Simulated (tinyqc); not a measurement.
Stripping the layer step by step: sheet resistance and Hall data of a diffused or implanted layer. Computed by tinyqc, a small Python program. Command: `OMP_NUM_THREADS=1 python tinyqc.py 3004992 3004993 out.jsonl layer walk`. One thread of a shared host (Intel(R) Xeon(R) Processor @ 2.30GHz), about 0.01 s of CPU time with the checks.

Carriers are taken equal to the net active doping down to the junction (full ionisation, which deep dopants in wide-gap hosts do not reach; no spill-over, no depletion), and the Hall factor is 1.

Inputs (values chosen for the exercise, modelled on silicon in GaN):
```
quantity,value,unit
mu_min,55.5,cm^2/(V s)
mu_max,1030,cm^2/(V s)
N_ref,1.9e+17,1/cm^3
exponent alpha,1,-
peak concentration N_0,4.7e+19,1/cm^3
length scale l,11,nm
background doping N_B (opposite type),8.8e+14,1/cm^3
projected range R_p,14,nm
```

Profile: buried Gaussian (implant). Activation: complete.

Constants: e = 1.602176634e-19 C.

Method:
- N(x) = N_0 exp(-(x - R_p)^2/(2 l^2)) for x > 0, dose N_0 l sqrt(pi/2) erfc(-R_p/(l sqrt 2)), junction x_j = R_p + l sqrt(2 ln(N_0/N_B)); the layer starts at x_0 = max(0, 2 R_p - x_j).
- Mobility mu = mu_min + (mu_max - mu_min)/(1 + (N_t/N_ref)^alpha), N_t = active doping + N_B; carriers n = active doping - N_B, all dopants active.
- Integrals from x_0 (0 unless stated) to x_j by the midpoint rule on 400 even intervals: 1/R_s = e int n mu dx; sheet density n_s = int n dx; Hall sheet density (int n mu dx)^2/int n mu^2 dx; Hall mobility int n mu^2 dx/int n mu dx.
- After removing a depth d the integrals start at d. Differences between neighbouring rows give the local conductivity -d(1/R_s)/dx at the middle of the slice (the last slice uses one more step, not listed).

junction depth x_j = 65.3259 nm

Differential sheet resistance:
```
removed d (nm),R_s (ohm),slice conductivity (S/cm),sigma at mid-slice (S/cm)
0.0,845,288.51,288.71
6.5,1005,412.65,417.40
13.0,1375,433.18,438.81
19.5,2244,332.43,334.07
26.0,4358,191.29,189.21
32.5,9511,90.43,88.00
39.0,21569,43.17,42.16
45.5,54648,21.42,21.36
```

What does the comparison show, and why?

R_s doubles after removing between 13.0 and 19.5 nm of a layer 65.3 nm deep, so half the current flows above that depth. Where sigma exceeds a tenth of its largest listed value, the slice values agree with it within 3 %.

Extremes, crossings and ranges named in words are read from the listed rows.
